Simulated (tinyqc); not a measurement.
Memristor with linear dopant drift, Biolek window: two steps of the calculation.

A film of thickness D has a doped share x: R = Ron x + Roff (1 - x), i = v/R, dx/dt = k i F with k = mv Ron/D^2 and F = 1 - x^(2 p) for i >= 0 and 1 - (x - 1)^(2 p) for i < 0. The drive is v = V0 sin(2 pi f t). The model has no threshold and no heating.

Values chosen for this exercise:
- Ron = 200 ohm (resistance of the fully doped film)
- Roff = 5000 ohm (resistance of the undoped film)
- D = 15 nm (film thickness)
- mv = 8.4e-15 m^2/(V s) (dopant mobility)
- x0 = 0.25 (doped share at t = 0)
- V0 = 0.5 V (amplitude)
- p = 3 (window exponent)
- f = 0.92 Hz (frequency)

Task 1. Rate constant, charge and flux scales. k = mv Ron/D^2; R0 = R(x0); without a window the film fills (x = 1) after the charge (1 - x0)/k and the flux (R0^2 - Ron^2)/(2 k (Roff - Ron)); half a period supplies the flux V0/(pi f).

Wanted: k; R0; charge to fill; flux to fill; flux of half a period.

Result 1.

k = 7466.7 1/C
R0 = 3800.0 ohm
charge to fill = 100.45 uC
flux to fill = 0.20089 V s
flux of half a period = 0.17299 V s

Half a period supplies 86.1 % of the flux to fill.

Task 2. One Runge-Kutta step. Step h = 1/(16 f), from t = j h. With g(t, x) = dx/dt: k1 = g(t, x), k2 = g(t + h/2, x + h k1/2), k3 = g(t + h/2, x + h k2/2), k4 = g(t + h, x + h k3), x(new) = x + h (k1 + 2 k2 + 2 k3 + k4)/6.

x at step 1 = 0.26304151
j = 1

Find: k1..k4; x at step 2.

Result 2.

k1..k4 (1/s): 0.3821  0.5641  0.5687  0.7427
x at step 2 = 0.3014

Program tinyqc, `OMP_NUM_THREADS=1 python tinyqc.py 2880042 2880043 out.jsonl`; Intel Xeon 2.30GHz, shared host, one thread, about 0.2 s.
